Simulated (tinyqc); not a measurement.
Inside a calculation. Method: Hubbard chain of 2 sites. Computed by tinyqc, a small Python program that keeps every step. Settings: hopping = 1.13, U = 6.7, mixing = 1, iteration cap = 84. Command: `OMP_NUM_THREADS=1 python tinyqc.py 28360 28361 out.jsonl` (the two numbers bound the seeds that draw the settings). One thread of a shared host (Intel(R) Xeon(R) Processor @ 2.60GHz), about 0.2 s of CPU time with the checks.

one-body matrix (hopping and site energies) (eV):
```
           1          2
1   0.420000  -1.130000
2  -1.130000  -0.170000
```

U = 6.700000 eV

electrons, up and down: 1  1

n(up) at the start (a guess, not normalised): 1 0.500000, 2 0.500000

n(down) at the start (a guess): 1 0.500000, 2 0.500000

Each step fills the lowest levels of T + U n(other spin) and sets n(new) = n + mixing (n(out) - n); stop when output and input agree to 1e-8.

Course of the cycle:

| iteration | E (eV) | largest \|n(out) - n(in)\| | mean \|n_up - n_down\| |
|---|---|---|---|
| 1 | 1.47800218 | 1.26e-01 | 0.000000 |
| 2 | 2.47130804 | 3.46e-01 | 0.000000 |
| 3 | 4.25903225 | 6.40e-01 | 0.000000 |
| 4 | 6.00687131 | 8.77e-01 | 0.000000 |
| 5 | 5.32742591 | 9.30e-01 | 0.000000 |
| 6 | 6.22660559 | 9.39e-01 | 0.000000 |
| 7 | 5.34878617 | 9.40e-01 | 0.000000 |
| 8 | 6.22969977 | 9.40e-01 | 0.000000 |
| 9 | 5.34907092 | 9.40e-01 | 0.000000 |
| 10 | 6.22974071 | 9.40e-01 | 0.000000 |
| 11 | 5.34907468 | 9.40e-01 | 0.000000 |
| ... | ... | ... | ... |
| 74 | 6.22974126 | 9.40e-01 | 0.000000 |
| 75 | 5.34907474 | 9.40e-01 | 0.000000 |
| 76 | 6.22974126 | 9.40e-01 | 0.000000 |
| 77 | 5.34907474 | 9.40e-01 | 0.000000 |
| 78 | 6.22974126 | 9.40e-01 | 0.000000 |
| 79 | 5.34907474 | 9.40e-01 | 0.000000 |
| 80 | 6.22974126 | 9.40e-01 | 0.000000 |
| 81 | 5.34907474 | 9.40e-01 | 0.000000 |
| 82 | 6.22974126 | 9.40e-01 | 0.000000 |
| 83 | 5.34907474 | 9.40e-01 | 0.000000 |
| 84 | 6.22974126 | 9.40e-01 | 0.000000 |

Can the last value be used, and what does the course show?

Not by the stop rule. Not converged within 84 iterations: the residual has stopped falling: the iteration swings between two states. The lowest mean-field energy found from random starts is -0.13383 eV. Reruns (cap 100 unless said): mixing 0.2: converged in 12 to a higher stationary point (E = 1.32058); mixing 0.5: not converged; mixing 0.9: not converged; the original settings with a cap of 400: not converged.
